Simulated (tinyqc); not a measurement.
# Frequency dispersion of an accumulation capacitance by border traps, distributed model, step by step

Program tinyqc, `OMP_NUM_THREADS=1 python tinyqc.py 2202186 2202187 out.jsonl`; Intel Xeon 2.30GHz, shared host, one thread, about 0.5 s. Printed values are rounded.

Traps spread evenly through the insulator exchange electrons with the semiconductor by tunnelling, with tau(x) = t0 exp(2 ka x) at depth x from the interface. The admittance per area Y seen at depth x obeys dY/dx = -Y^2/(i w eps0 eox) + q Nb ln(1 + i w tau)/tau, with Y(0) = i w Cs and w = 2 pi f; the gate sees Y(tox) = G + i w C. Working variable y = Y/(i w), in uF/cm^2. Cox = eps0 eox/tox.

Values chosen for this exercise; permittivity close to that of hafnium oxide:
- eox = 18.9 (relative permittivity of the insulator)
- tox = 8.9 nm (insulator thickness)
- Cs = 0.78 uF/cm^2 (semiconductor capacitance in accumulation)
- Nb = 6.5e18 cm^-3 eV^-1 (density of border traps)
- ka = 4.7 1/nm (decay constant of the wave function in the insulator)
- t0 = 2e-11 s (time constant of a trap at the interface)
- f = 10000 Hz (frequency)
- xe = 2 nm (depth down to which the steps are taken)

Constants: q = 1.602176634e-19 C, eps0 = 8.8541878128e-14 F/cm where lengths are in cm. Results are converted to the units shown.

## Scales and lumped estimate

Cox; trap-free value 1/(1/Cox + 1/Cs); response depth d = ln(1/(w t0))/(2 ka), where w tau = 1; lumped estimate: all traps within d act as C_bt = q Nb d placed at d/2, so C = 1/{1/[1/(1/Cs + d/(2 eps0 eox)) + C_bt] + (tox - d/2)/(eps0 eox)}.

Cox = 1.880271 uF/cm^2
trap-free C = 0.5513015 uF/cm^2
d = 1.445433 nm
C_bt = 0.1505295 uF/cm^2
lumped C = 0.6275541 uF/cm^2

The traps within reach amount to 0.193 Cs and lie in the first 16.2 % of the insulator.

## Midpoint steps through the active depth

In terms of y: dy/dx = -y^2/(eps0 eox) + s(x), s = q Nb ln(1 + z)/z, z = i w tau. 11 midpoint steps of h = xe/11: y_half = y + (h/2) y'(x, y), y(new) = y + h y'(x + h/2, y_half).

```
point	x (nm)	s (uF/(cm^2 nm))	y (uF/cm^2)
0	0	0.1041415-0.0000001i	0.7800000+0.0000000i
1	0.1818182	0.1041415-0.0000004i	0.7922197+0.0000000i
2	0.3636364	0.1041415-0.0000020i	0.8042309-0.0000002i
3	0.5454545	0.1041415-0.0000110i	0.8160340-0.0000010i
4	0.7272727	0.1041414-0.0000609i	0.8276296-0.0000057i
5	0.9090909	0.1041400-0.0003365i	0.8390185-0.0000315i
6	1.090909	0.1040973-0.0018579i	0.8502003-0.0001742i
7	1.272727	0.1028219-0.0100747i	0.8611346-0.0009595i
8	1.454545	0.0791672-0.0373990i	0.8707084-0.0048996i
9	1.636364	0.0243333-0.0312940i	0.8712764-0.0122205i
10	1.818182	0.0048267-0.0109781i	0.8650755-0.0154881i
11	2	0.0008877-0.0029564i	0.8573931-0.0162385i
```

## Capacitance and conductance at the gate

y at xe = 0.8573931-0.0162385i uF/cm^2

Beyond xe the traps are ignored, so 1/y(tox) = 1/y(xe) + (tox - xe)/(eps0 eox); C = Re y, G/w = -Im y, loss tangent G/(w C).

y at the gate = 0.6334964-0.0088634i uF/cm^2
C = 0.6334964 uF/cm^2
G/w = 0.008863444 uF/cm^2
loss tangent = 0.01399131

A fine integration over the whole insulator gives C = 0.63361 and G/w = 0.009069 uF/cm^2; the coarse G/w is 2.3 % below that. The fine C is 15 % above the trap-free value, and the lumped estimate is 0.96 % below the fine result.
